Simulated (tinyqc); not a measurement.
Switching kinetics of a ferroelectric film and the memory window of a ferroelectric gate stack: one step, computed by the program tinyqc.

Fields in MV/cm; 1 microcoulomb/cm^2 over eps_0 is 11.29409 MV/cm. In the stack (metal, ferroelectric, interlayer, channel) the channel is taken as a conductor.

Problem. Fields in the stack. Series stack: V = E_F t_F + E_I t_I and eps_I E_I = eps_F E_F + (1 - s) P/eps_0. Before switching P = -P_r, after it P = +P_s; in retention V = 0 and P = +P_r.

Inputs (values chosen for the exercise, for a model film):

| quantity | value | unit |
|---|---|---|
| saturation polarisation P_s | 16 | microcoulomb/cm^2 |
| ratio P_r/P_s | 0.84 | - |
| coercive field E_c | 0.63 | MV/cm |
| permittivity of the ferroelectric eps_F | 27 | - |
| thickness t_F | 7.2 | nm |
| permittivity of the interlayer eps_I | 5.5 | - |
| interlayer thickness t_I | 1.1 | nm |
| share s of P screened by trapped charge | 0.54 | - |
| pulse height V | 6.8 | V |
| breakdown field of the interlayer | 12 | MV/cm |

Give: E_F before switching; E_F after switching; E_I after switching; depolarising field in retention; depolarising field over E_c.

Solution.

E_F before switching = 6.5052 MV/cm

E_F after switching = 4.0774 MV/cm

E_I after switching = 35.130 MV/cm

depolarising field in retention = 1.1083 MV/cm

depolarising field over E_c = 1.7592

Caution: the interlayer field exceeds its breakdown field, so charge injection would change the fields. Caution: a depolarising field above E_c switches the film back, so P_r is not held.
